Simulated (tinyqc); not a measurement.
Surface Green function of a two-leg ladder, Sancho-Rubio decimation: one step of the calculation.

A semi-infinite lead of cells 0, 1, 2, ... with H0 inside a cell and H1 = <cell i|H|cell i + 1>. One rung (site 1 on leg a, site 2 on leg b) is a cell; all hoppings enter with a minus sign. z = E + i eta.

Problem. Decimation. Start with e_s = e = H0, a = H1, b = H1^dagger. Each round: g = (z - e)^(-1); e_s <- e_s + a g b; e <- e + a g b + b g a; a <- a g a; b <- b g b (all with the old a, b). Round k joins cells 2^k apart.

Values chosen for this exercise:
- E = 0.7 eV (energy)
- eta = 0.01 eV (broadening)

H0 (eV):
```
       1      2
1      0  -0.75
2  -0.75  -0.08
```

H1 (eV):
```
    1      2
1  -1      0
2   0  -1.25
```

Find: g; e_s after round 1; e after round 1; a after round 1; b after round 1.

Solution.

g (1/eV):
```
               1              2
1  -25.88-23.68i   25.17+22.44i
2   25.17+22.44i  -23.19-21.28i
```

e_s after round 1 (eV):
```
               1              2
1  -25.88-23.68i   30.71+28.05i
2   30.71+28.05i  -36.32-33.25i
```

e after round 1 (eV):
```
               1              2
1  -51.76-47.35i   62.18+56.11i
2   62.18+56.11i  -72.56-66.51i
```

a after round 1 (eV):
```
               1              2
1  -25.88-23.68i   31.46+28.05i
2   31.46+28.05i  -36.24-33.25i
```

b after round 1 (eV):
```
               1              2
1  -25.88-23.68i   31.46+28.05i
2   31.46+28.05i  -36.24-33.25i
```

Program tinyqc, `OMP_NUM_THREADS=1 python tinyqc.py 2680032 2680033 out.jsonl`; Intel Xeon 2.30GHz, shared host, one thread, about 0.08 s.
